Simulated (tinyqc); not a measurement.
Lifetime from the low-frequency admittance.

Inverse problem. At low frequency a p+-n diode with a base of width wb has C_diff/G = (tau/2)(1 - 2 x/sinh 2x), x = wb/sqrt(Dp tau). Find tau, x and the limit of C_diff/G for infinite lifetime, wb^2/(3 Dp).

Inputs (values chosen for the exercise):
- Dp = 2.8 cm^2/s (hole diffusion coefficient)
- wb = 0.9 um (width of the neutral base)

G = 0.14949391 S/cm^2
C_diff = 1.3498479e-4 uF/cm^2

Solution. The ratio rises steadily with tau from tau/2 (long base) towards wb^2/(3 Dp) (short base), so one lifetime matches as long as the ratio is below that limit.

tau = 2.000e-8 s
x = 0.3803
limit of C_diff/G = 9.643e-10 s

Computed by the program tinyqc: `OMP_NUM_THREADS=1 python tinyqc.py 2890160 2890161 out.jsonl`, one thread of a shared Intel Xeon 2.30GHz, about 0.01 s for the whole run.
